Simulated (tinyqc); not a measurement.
Worked calculation: spherical quantum dot. Values are carried at full precision from step to step, so a last printed digit may differ when a step is redone from the rounded ones.

With hard walls E = c (x/R)^2/mw, x a zero of j_l: 1s 3.141593; 2s 6.283185; 1p 4.493409; 2p 7.725252; 1d 5.763459; 2d 9.095011; 1f 6.987932; 2f 10.417119.

Constants: hbar^2/2m0 = 3.80998211 eV angstrom^2; e^2/(4 pi eps0) = 14.39964547 eV angstrom; Ry = 13.60569312 eV; a0 (Bohr radius) = 0.5291772105 angstrom; hc = 1239.841984 eV nm.

Parameters, chosen for this exercise (near those of a Si dot in SiO2, with the mean mass 3/(2/mt + 1/ml) for all six valleys; not measured data): R = 17 angstrom (radius); mw = 0.258 m0 (mass inside); V0 = 3.003 eV (barrier height); mb = 0.477 m0 (mass outside); E = 0.3113 eV (trial energy); Eg = 1.137 eV (bulk gap); mh = 0.42 m0 (hole mass); eps = 12 (dielectric constant inside); eps_o = 3.1 (dielectric constant of the oxide).

## Hard-wall levels

The six lowest of these, with their orbital degeneracy; c = hbar^2/2m0.

Hard walls:
```
state  degeneracy       x  E (eV)
1s              1  3.1416  0.5043
1p              3  4.4934  1.0317
1d              5  5.7635  1.6974
2s              1  6.2832  2.0173
1f              7  6.9879  2.4952
2p              3  7.7253  3.0495
```

Shells close, with spin and per valley, at 2, 8, 18, 20 electrons; levels above about 0.3 eV are beyond a parabolic mass, and anisotropic valleys split the shells. The real barrier, V0 = 3.003 eV, lies below 1 value at the end of the list.

## The matching condition at a trial energy

A sphere of radius R, isotropic masses, c = hbar^2/2m0, k = sqrt(mw E/c), kappa = sqrt(mb (V0 - E)/c). State n l is the spherical Bessel function j_l(k r) inside and k_l(kappa r) outside; psi and psi'/m are continuous: (k/mw) j_l'(kR)/j_l(kR) = (kappa/mb) k_l'(kappa R)/k_l(kappa R). For l = 0 this reads kR cot(kR) = 1 - (mw/mb)(1 + kappa R).

Both sides for the lowest state, in the form for l = 0.

k R = 2.4682
kappa R = 9.8687
left side = -3.0941
right side = -4.8787

The left side falls with E and the right side rises; here the left is the larger, so the level lies above the trial energy.

## Bound levels

All roots below V0 for angular numbers 0 to 3, two each at most; the last column is the ratio to the hard-wall level.

Finite barrier:
```
state  degeneracy  E (eV)     k R  E/E(hard)
1s              1  0.3565  2.6415      0.707
1p              3  0.7305  3.7809      0.708
1d              5  1.1996  4.8452      0.707
2s              1  1.4404  5.3093      0.714
1f              7  1.7535  5.8579      0.703
2p              3  2.1689  6.5150      0.711
2d              5  2.9376  7.5822      0.695
```

7 levels of these are bound; the lowest reaches 71 % of its hard-wall value.

## Lowest optical transition

Brus estimate with the correlation term of Kayanuma, both carriers between hard walls (the gap is indirect in the bulk, which the estimate ignores): E = Eg + c (pi/R)^2 (1/mw + 1/mh) - 1.786 q/(eps R) - 0.248 Ry*, with q = e^2/(4 pi eps0), Ry* = Ry mu/eps^2, 1/mu = 1/mw + 1/mh, a* = a0 eps/mu, c = hbar^2/2m0. It assumes R below about a*.

Give the terms and the wavelength hc/E.

mu = 0.1598 m0
a* = 39.7 angstrom

confinement, Coulomb and correlation terms (eV): 0.8141  -0.1261  -0.0037

E = 1.8213 eV
wavelength = 680.7 nm

R/a* = 0.43: strong confinement, as the formula assumes. For the electron, hard walls give 148 meV more than the finite barrier.

## Charging energy

Two electrons in the hard-wall 1s state repel by U = 1.786 q/(eps R) + q (1/eps_o - 1/eps)/R, the second term from the polarisation of the surface; q = e^2/(4 pi eps0). The addition energies are U for the second electron and U + E(1p) - E(1s) for the third, with U taken as constant and hard-wall levels.

direct term = 126.1 meV
polarisation term = 202.7 meV

addition energies (meV): 328.7  856.1

## Checks

- Lowest level by radial finite differences against the matching condition, eV: both 0.3565.

Program tinyqc; command `OMP_NUM_THREADS=1 python tinyqc.py 1251428 1251429 out.jsonl`; about 0.04 s on one thread of a shared Intel(R) Xeon(R) Processor @ 2.30GHz.
